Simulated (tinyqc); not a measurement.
What each parameter does: six-band Luttinger-Kohn model with strain.

Six-band Luttinger-Kohn model in the basis |3/2,3/2>, |3/2,1/2>, |3/2,-1/2>, |3/2,-3/2>, |1/2,1/2>, |1/2,-1/2>, electron energies, zero at the top of the unstrained valence band. H = -[rows: (P+Q, -S, R, 0, -S/r2, r2 R); (-S*, P-Q, 0, R, -r2 Q, r32 S); (R*, 0, P-Q, S, r32 S*, r2 Q); (0, R*, S*, P+Q, -r2 R*, -S*/r2); (-S*/r2, -r2 Q, r32 S, -r2 R, P+Dso, 0); (r2 R*, r32 S*, r2 Q, -S/r2, 0, P+Dso)], r2 = sqrt(2), r32 = sqrt(3/2). Levels are twofold.

P = c g1 k^2 - av tr(e); Q = c g2 (kx^2 + ky^2 - 2 kz^2) - (b/2)(exx + eyy - 2 ezz); R = c sqrt3 [-g2 (kx^2 - ky^2) + 2i g3 kx ky] + (sqrt3/2) b (exx - eyy) - i d exy; S = 2 c sqrt3 g3 (kx - i ky) kz - d (exz - i eyz); c = hbar^2/2m0, e the strain tensor (not engineering shear).

s11 = (C11 + C12)/((C11 - C12)(C11 + 2 C12)), s12 = -C12/((C11 - C12)(C11 + 2 C12)), s44 = 1/C44; exx = s11 sxx + s12 (syy + szz) and cyclic, exy = s44 sxy/2; tension is positive. A uniaxial stress X along the unit vector n is s_ij = X n_i n_j.

Constants: hbar^2/2m0 = 3.80998211 eV angstrom^2.

Values chosen for the exercise (near those of Si; shifted at random, so the results belong to these values and not to a real crystal): Dso = 0.046 eV (spin-orbit splitting); g1 = 4.34 (Luttinger gamma1); g2 = 0.34 (gamma2); g3 = 1.43 (gamma3); av = 2.48 eV (valence hydrostatic potential); b = -2.08 eV (tetragonal shear potential); d = -4.8 eV (trigonal shear potential); C11 = 158 GPa; C12 = 66.8 GPa; C44 = 76.5 GPa; load = uniaxial [110] (kind of stress); X = -1.22 GPa (stress).

Edges at k = 0 under a uniaxial [110] stress X and the curvature mass of the top pair along [100] (step 0.0002 1/angstrom).

One parameter was then changed.

Results before and after:

| case | top (eV) | second (eV) | third (eV) | mass (m0) |
|---|---|---|---|---|
| base | 0.0265 | -0.0334 | -0.0702 | 0.215 |
| changed | 0.0243 | -0.0311 | -0.0673 | 0.215 |

Which of these changes was made? (a) C44 = 61.2 GPa; (b) Dso = 0.055 eV; (c) g2 = 0.408; (d) g3 = 1.716; (e) g1 = 3.472; (f) b = -1.664 eV; (g) C11 = 189.6 GPa.

Answer: (g) C11 = 189.6 GPa. Of the candidates, run in turn, only this one gives the changed row.

All candidates:

| case | top (eV) | second (eV) | third (eV) | mass (m0) |
|---|---|---|---|---|
| base | 0.0265 | -0.0334 | -0.0702 | 0.215 |
| Dso = 0.055 eV | 0.0254 | -0.0335 | -0.0780 | 0.215 |
| b = -1.664 eV | 0.0240 | -0.0325 | -0.0686 | 0.215 |
| g1 = 3.472 | 0.0265 | -0.0334 | -0.0702 | 0.264 |
| C44 = 61.2 GPa | 0.0342 | -0.0380 | -0.0733 | 0.215 |
| g3 = 1.716 | 0.0265 | -0.0334 | -0.0702 | 0.215 |
| g2 = 0.408 | 0.0265 | -0.0334 | -0.0702 | 0.212 |
| C11 = 189.6 GPa | 0.0243 | -0.0311 | -0.0673 | 0.215 |

The Luttinger parameters multiply k^2 and cannot move the edges; av shifts all edges alike and leaves the mass.

Run: tinyqc, `OMP_NUM_THREADS=1 python tinyqc.py 1080940 1080941 out.jsonl`; Intel(R) Xeon(R) Processor @ 2.30GHz, one thread, shared host; about 0.07 s of CPU time with all checks.
